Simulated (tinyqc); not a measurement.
What moves the results: three-band (Emery) model of a CuO2 plane downfolded to one band. A value that a table varies takes the place of the one given here.

Electron picture, d at 0 and the oxygen p orbitals at -D; sx = sin(kx a/2), sy = sin(ky a/2). H = [[0, 2 tpd sx, -2 tpd sy], [., -D, -4 tpp sx sy], [., ., -D]], real and symmetric. The top (antibonding) band crosses the Fermi level.

One-band form E = e0 - 2t (cos kx + cos ky) - 4t' cos kx cos ky - 2t'' (cos 2kx + cos 2ky) - 4t''' (cos 2kx cos ky + cos kx cos 2ky), k in 1/a. Each hopping is minus the mean of E cos(m kx) cos(n ky) over a 12 x 12 mesh, k = (j + 1/2) 2 pi/12.

Inputs chosen for the exercise (out of a larger set: of the size used for cuprate planes; not measured data):
```
symbol  value  unit  meaning
D       1.8    eV    ed - ep
tpd     1.06   eV    d-p hopping
tpp     0.42   eV    p-p hopping
```

## Ways to reach one band

e0, t, t', t'', t''' (eV): 1.57300  0.35730  -0.00993  0.03188  0.00131

k in pi/a. Second order: 4 tpd^2 (sx^2 + sy^2)/D. Downfolded at a fixed energy: h(E0) = V (E0 - H_pp)^-1 V^T at E0 = the exact level at (1/2,1/2), then linearised, E = E0 + Z (h(E0) - E0), Z = 1/(1 + |(E0 - H_pp)^-1 V^T|^2). Fourier: all four hoppings.

Top band (eV):
```
k           exact  second order  linearised  Fourier
(0,0)      0.0000        0.0000      0.0000   0.0455
(1/2,0)    0.8485        1.2484      0.8065   0.8636
(1,0)      1.4031        2.4969      1.3960   1.4057
(1,1/2)    2.2918        3.7453      2.2238   2.2824
(1,1)      2.9387        4.9938      2.5677   2.9249
(3/4,3/4)  2.5929        4.2625      2.4169   2.6034
(1/2,1/2)  1.6937        2.4969      1.6937   1.7005
(1/4,1/4)  0.6087        0.7313      0.5483   0.5823
```

The band is 2.939 eV wide; second order gives 4.994, a factor 1.70, since 2 tpd/D = 1.18 is not small. It also leaves out tpp, which widens the exact band and so lowers this factor. Linearising about the Fermi region is exact at (1/2,1/2), off by 7.1 meV at (1,0) and 371 meV at worst, far from E0. The four Fourier hoppings err by at most 46 meV, at (0,0).

## What sets t'/t

tpp is varied; points are in units of pi/a. E(1,0) is the saddle point; the filling is the share of a 40 x 40 mesh, k = (j + 1/2) 2 pi/40, below the saddle energy, times two.

One-band values:
```
tpp (eV)  t (eV)  t' (eV)  t'' (eV)    t'/t  E(1,0) - E(1/2,1/2) (eV)  electrons at the saddle
0.05      0.2704   0.0279    0.0191   0.103                   -0.0309                    0.950
0.20      0.3028   0.0138    0.0241   0.045                   -0.1294                    0.895
0.35      0.3390  -0.0020    0.0294  -0.006                   -0.2371                    0.845
0.50      0.3793  -0.0194    0.0348  -0.051                   -0.3543                    0.810
0.65      0.4235  -0.0385    0.0406  -0.091                   -0.4816                    0.760
0.80      0.4718  -0.0593    0.0468  -0.126                   -0.6192                    0.720
```

t'/t goes from 0.103 to -0.126. With tpp = 0 the band depends on sx^2 + sy^2 alone and the line through the saddle is a nested square, whatever t' says: terms in (cos kx + cos ky)^2 bring t' and t'' in the ratio two to one, higher powers alter it (first row: 0.0279 and 0.0191 eV), so t' - 2t'', which goes from -0.0103 to -0.1529 eV, measures the rounding. Oxygen hopping lowers the saddle against (1/2,1/2), by 0.619 eV in the last row, so the van Hove filling moves from 0.95 to 0.72 electrons (mesh values, coarse by a few hundredths; the nested square holds exactly 1) and the half-filled Fermi line closes around (1,1).

## What each parameter does

Top band at (1,1), (1,0) and (1/2,1/2) in pi/a, and its d weight at (1/2,1/2). Each row changes one parameter from the base and keeps the others.

Results:
```
case            E(1,1) (eV)  E(1,0) (eV)  E(1/2,1/2) (eV)  d weight
base                 2.9387       1.4031           1.6937    0.6104
D = 1.98 eV          2.8519       1.3498           1.6253    0.6298
tpd = 1.166 eV       3.2385       1.5996           1.9009    0.6008
tpp = 0.462 eV       3.0222       1.4031           1.7268    0.6012
```

The largest shifts from the base row, up to three for each result and ties (the steps differ in size, so this ranks the rows, not the parameters). E(1,1) (eV): tpd +0.2998, D -0.0869, tpp +0.0835. E(1,0) (eV): tpd +0.1965, D -0.0534; unchanged at the printed digits by tpp. E(1/2,1/2) (eV): tpd +0.2072, D -0.0684, tpp +0.0331. d weight: D +0.0194, tpd -0.0096, tpp -0.0092. At (1,0) sy = 0, so tpp does not enter.

Run: tinyqc, `OMP_NUM_THREADS=1 python tinyqc.py 1480667 1480668 out.jsonl`; Intel(R) Xeon(R) Processor @ 2.30GHz, one thread, shared host; about 0.02 s of CPU time with all checks.
